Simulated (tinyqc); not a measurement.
## Doping and voltage from widths and field

Question. In the depletion approximation an abrupt p-n junction has a triangular field: peak E = q Nd xn/(eps0 eps_r) = q Na xp/(eps0 eps_r), W = xn + xp, and Vbi - V = E W/2. Find Nd, Na and Vbi - V.

Values chosen for this exercise: relative permittivity eps_r = 11.2.

Constants: q = 1.602176634e-19 C, eps0 = 8.8541878128e-14 F/cm where lengths are in cm. Results are converted to the units shown.

W = 167.78589 nm
peak field = 121.98645 kV/cm
xn = 125.83942 nm

Solution. Gauss's law on each side gives its doping from the peak field and its width; the voltage is the area of the triangle.

Nd = 6.00e16 cm^-3
Na = 1.80e17 cm^-3
Vbi - V = 1.02 V

Computed by the program tinyqc: `OMP_NUM_THREADS=1 python tinyqc.py 2000034 2000035 out.jsonl`, one thread of a shared Intel Xeon 2.30GHz, about 0.03 s for the whole run.
